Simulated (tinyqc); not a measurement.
Global model of a low-pressure process discharge: electron temperature, density, ion flux and ion energy: one step, computed by the program tinyqc.

Maxwellian electrons with temperature T_e in eV, one positive ion, no negative ions, uniform bulk density n; rate constants have the Arrhenius form.

Problem. Biased electrode. All bias power goes to ions: V_b = P_b/(J pi r^2). Debye length at the sheath edge lambda_D = sqrt(eps_0 T_e/(e h_L n)); Child-law sheath s = (sqrt2/3) lambda_D (2 V/T_e)^(3/4), V = V_b + V_s; ion transit time tau_i = 3 s sqrt(M/(2 e V)); collisions in the sheath s/lambda_i.

Inputs (values chosen for the exercise, of the order of those of an inductive discharge in a simple atomic gas):
```
quantity                        value  unit
ion mass M                         28     u
gas temperature T_g               300     K
bias power P_b                     11     W
radius of the biased electrode    7.5    cm
bias frequency                     27   MHz
```

ion current density J = 20.79650 mA/cm^2

T_e = 3.453689 eV

h_L = 0.3109830

plasma density n = 1.209902e+12 1/cm^3

wall potential V_s = 15.54593 V

ion mean free path = 1.075830 cm

Constants: eps_0 = 8.8541878128e-12 F/m; e = 1.602176634e-19 C; u = 1.6605390666e-27 kg.

Give: bias voltage V_b; lambda_D; sheath width s; ion transit time; transit time over bias period; s/lambda_i.

Solution.

bias voltage V_b = 2.9932 V

lambda_D = 22.523 micrometre

sheath width s = 0.062971 mm

ion transit time = 16.713 ns

transit time over bias period = 0.45124

s/lambda_i = 0.0058532

The sheath is nearly free of collisions.
